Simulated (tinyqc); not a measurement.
# Worked calculation: hot electrons in a saturated n-channel MOSFET, lucky-electron model

tinyqc, about 0.01 s, one thread, Intel Xeon 2.30GHz (shared host): `OMP_NUM_THREADS=1 python tinyqc.py 2550025 2550026 out.jsonl` Printed values are rounded.

Beyond pinch-off the lateral field grows as Esat cosh(y/l) over the velocity-saturated region (pseudo-two-dimensional model). Impact ionisation in this region gives the substrate current, which biases the body forward through Rsub. Currents are per width. Local-field laws: they overstate ionisation when the field peak is narrower than an energy relaxation length.

Values chosen for this exercise; values close to those of silicon n-channel devices:
- L = 0.18 um (channel length)
- tox = 3.3 nm (oxide thickness)
- xj = 72 nm (junction depth)
- VT = 0.56 V (threshold)
- mu = 420 cm^2/(V s) (effective mobility)
- vs = 7.9e6 cm/s (saturation velocity)
- Ai = 2e6 1/cm (ionisation prefactor)
- Bi = 1.81 MV/cm (ionisation field)
- Rd = 200 ohm um (resistance of the lightly doped drain)
- Rsub = 6400 ohm um (substrate resistance)
- kb = 0.25 (fall of VT per volt of forward body bias)
- lm = 9.7 nm (hot-electron mean free path)
- pb = 3.2 V (oxide barrier)
- Cg = 0.0012 (prefactor of the gate current)
- m = 3.2 (lifetime exponent)
- Hl = 2100 s uA/um (lifetime constant)
- Vd = 1.7 V (drain voltage)
- Vg = 1.2 V (gate voltage)

Constants: eps0 = 8.8541878128e-14 F/cm where lengths are in cm. Results are converted to the units shown.

## Length and field scales

Cox = 3.9 eps0/tox, l = sqrt(3 tox xj), Esat = 2 vs/mu.

Cox = 1.04640 uF/cm^2
l = 26.6983 nm
Esat = 0.0376190 MV/cm
Esat L = 0.677143 V

## Iteration 1: body bias from the substrate current

Vb at the start = 0 V

Cox = 3.9 eps0/tox. Overdrive g = Vg - VT + kb Vb; Vdsat = g Esat L/(g + Esat L); Id = Cox vs (g - Vdsat); dV = Vd - Id Rd - Vdsat; Em = sqrt((dV/l)^2 + Esat^2); Isub = Id (Ai/Bi) l Em exp(-Bi/Em). Vb(new) = Rsub Isub.

Vdsat = 0.329024 V
Id = 257.071 uA/um
dV = 1.31956 V
Em = 0.495679 MV/cm
Isub = 9.75522 uA/um
Vb after iteration 1 = 0.0624334 V

## Iteration 2: body bias from the substrate current

As before.

Vdsat = 0.333101 V
Id = 266.604 uA/um
dV = 1.31358 V
Em = 0.493444 MV/cm
Isub = 9.90617 uA/um
Vb after iteration 2 = 0.0633995 V

## Course of the iteration: body bias from the substrate current

Stop when Vb changes by less than 1e-9 V, or after 60 iterations.

Course of the iteration:

| iteration | Vb (V) | \|change\| (V) |
|---|---|---|
| 1 | 0.0624334 | 0.0624 |
| 2 | 0.0633995 | 9.66e-4 |
| 3 | 0.0634141 | 1.46e-5 |
| 4 | 0.0634144 | 2.21e-7 |
| 5 | 0.0634144 | 3.34e-9 |
| 6 | 0.0634144 | 5.06e-11 |

Converged in 6 iterations. At the end each change is about 0.015 times the one before: linear convergence.

## Gate current, lifetime and channel shortening

Id = 266.754 uA/um
dV = 1.31349 V
Em = 0.493409 MV/cm
Isub = 9.90849 uA/um

Ig = Cg Id exp(-pb/(lm Em)); lifetime tau = (Hl/Id)(Isub/Id)^(-m); length of the saturated region dL = l ln[(dV/l + Em)/Esat]. 1 year = 3.15576e7 s.

Isub/Id = 0.0371447
Ig = 399.548 pA/um
tau = 0.00940450 years
dL = 87.1839 nm

The lifetime misses ten years. Integrating Ai exp(-Bi/E) over the cosh profile gives Isub/Id = 0.0304, so the closed form is 22 % above it.
